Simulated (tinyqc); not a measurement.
Thin film between two gates, subbands and threshold shift from confinement: one step of the calculation.

Undoped body with a flat potential across it, hard walls, transport along x. Three valley pairs (g = 2 each) with the longitudinal mass along x, y or z. Non-parabolicity enters the subband edges through E (1 + al E) = gamma, so E = 2 gamma/(1 + sqrt(1 + 4 al gamma)); motion within a subband is taken as parabolic with the band-edge mass. Energies are counted from the bulk band edge.

Task. Threshold shift. Each subband has N_k = g sqrt(mx my) m0 kB T/(pi hbar^2); without degeneracy n = exp(EF/Vt) sum N_k exp(-E_k/Vt). Classical value Nc times t, Nc = sum over valleys of 2 g (m m0 kB T/(2 pi hbar^2))^1.5 with m = (mx my mz)^(1/3). Threshold shift dVT = Vt ln(classical value/sum N_k exp(-E_k/Vt)). Use the subbands listed.

Inputs (values chosen for the exercise); masses close to those of silicon:

| symbol | value | unit | meaning |
|---|---|---|---|
| T | 200 | K | temperature |
| ml | 0.908 | m0 | longitudinal mass |
| mt | 0.193 | m0 | transverse mass |
| t | 8.2 | nm | film thickness (along z) |

Constants: q = 1.602176634e-19 C, kB = 1.380649e-23 J/K, hbar = 1.054571817e-34 J s, m0 = 9.1093837015e-31 kg, Vt = kB T/q. Results are converted to the units shown.

```
subband,E_k (eV),N_k (cm^-2)
z1,0.0061401341,2.7789926e12
z2,0.024339728,2.7789926e12
x1,0.028567887,6.0277003e12
y1,0.028567887,6.0277003e12
z3,0.053974253,2.7789926e12
z4,0.094114945,2.7789926e12
```

Wanted: shares; sum N_k exp(-E_k/Vt); Nc; classical value; dVT.

Result.

```
subband,shares (%)
z1,38.507
z2,13.395
x1,22.733
y1,22.733
z3,2.400
z4,0.234
```

sum N_k exp(-E_k/Vt) = 5.0539e12 cm^-2
Nc = 1.5073e19 cm^-3
classical value = 1.2359e13 cm^-2
dVT = 15.412 mV

Numbers from tinyqc (`OMP_NUM_THREADS=1 python tinyqc.py 2350024 2350025 out.jsonl`; about 0.08 s on one thread of a shared Intel Xeon 2.30GHz).
